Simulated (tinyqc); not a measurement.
Velocity overshoot from momentum and energy balance equations after a field step: one step, computed by the program tinyqc. Command: `OMP_NUM_THREADS=1 python tinyqc.py 3031501 3031502 out.jsonl overshoot walk`. One thread of a shared host (Intel(R) Xeon(R) Processor @ 2.30GHz), about 0.01 s of CPU time with the checks.

At t = 0 the field jumps from 0 to F in a uniform sample. v is the drift velocity and u = w - (3/2) k_B T the excess energy per carrier.

Task: Constants and steady state. dv/dt = e F/m - v/tau_m(u), du/dt = e F v - u/tau_E, tau_m(u) = tau_0/(1 + c u), tau_0 = m mu_0/e, c = mu_0/(e tau_E v_s^2); this choice gives the steady state v (1 + mu_0 F v/v_s^2) = mu_0 F, which saturates at v_s. Steady velocity v = 2 mu_0 F/(1 + sqrt(1 + 4 (mu_0 F/v_s)^2)); u = e F v tau_E; carrier temperature T + 2u/(3 k_B), neglecting the drift energy m v^2/2.

Inputs (values chosen for the exercise, modelled on holes in silicon except for tau_E):
```
quantity                      value        unit
effective mass m               0.41         m_0
low-field mobility mu_0         480  cm^2/(V s)
saturation velocity v_s        0.89    1e7 cm/s
energy relaxation time tau_E   0.31          ps
field after the step F           15       kV/cm
lattice temperature T           300           K
```

Scheme: explicit Euler.

Constants: m_0 = 9.1093837015e-31 kg; e = 1.602176634e-19 C; k_B = 8.617333262e-05 eV/K.

Give: tau_0; c; acceleration e F/m; steady velocity; steady excess energy; steady carrier temperature.

Result:

tau_0 = 111.9 fs

c = 19.55 1/eV

acceleration e F/m = 0.006435 1e7 cm/s per fs

steady velocity = 0.4962 1e7 cm/s

steady excess energy = 0.02307 eV

steady carrier temperature = 478.5 K

tau_E/tau_0 = 2.77, and in the steady state tau_m has shrunk to 77.1 fs.
